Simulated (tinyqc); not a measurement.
From a target level to the width: finite square well with mass mismatch (envelope functions). Three cases, with inputs chosen for the exercise.

Problem. Which width L gives the lowest level below?

A square well of width L and depth V0, mass mw inside and mb outside, energies from the bottom of the well, c = hbar^2/2m0. k = sqrt(mw E/c), kappa = sqrt(mb (V0 - E)/c). psi and psi'/m are continuous at the walls (BenDaniel-Duke), so level n solves k L + 2 atan[(k/mw)/(kappa/mb)] = n pi.

Constants: hbar^2/2m0 = 3.80998211 eV angstrom^2.

Find: k; kappa; the arctangent; L.

Method. E1 fixes k and kappa, so L = (pi - 2 atan[(k/mw)/(kappa/mb)])/k.

Case 1.

Values chosen (out of a larger set: near those of a strained Si well in SiGe; not measured data): V0 = 0.177 eV (barrier height); mw = 0.912 m0 (mass in the well); mb = 0.92 m0 (mass in the barrier).

E1 = 0.028498 eV

Solution.

k = 0.08259 1/angstrom
kappa = 0.18936 1/angstrom
the arctangent = 0.4145 rad
L = 28 angstrom

Case 2.

Values chosen (out of a larger set: near those of a GaAs well in AlGaAs; not measured data): V0 = 0.178 eV (barrier height); mw = 0.0666 m0 (mass in the well); mb = 0.0853 m0 (mass in the barrier).

E1 = 0.025412 eV

Solution.

k = 0.02108 1/angstrom
kappa = 0.05845 1/angstrom
the arctangent = 0.4327 rad
L = 108 angstrom

Case 3.

Values chosen (out of a larger set: near those of a non-polar GaN well in AlGaN; not measured data): V0 = 0.345 eV (barrier height); mw = 0.193 m0 (mass in the well); mb = 0.228 m0 (mass in the barrier).

E1 = 0.017829 eV

Solution.

k = 0.03005 1/angstrom
kappa = 0.13992 1/angstrom
the arctangent = 0.2485 rad
L = 88 angstrom

Computed by tinyqc, one run a case: `OMP_NUM_THREADS=1 python tinyqc.py N N+1 out.jsonl` with N = 1280559, 1280609, 1280709; one thread of a shared Intel(R) Xeon(R) Processor @ 2.30GHz, about 0.01 s a run at most.
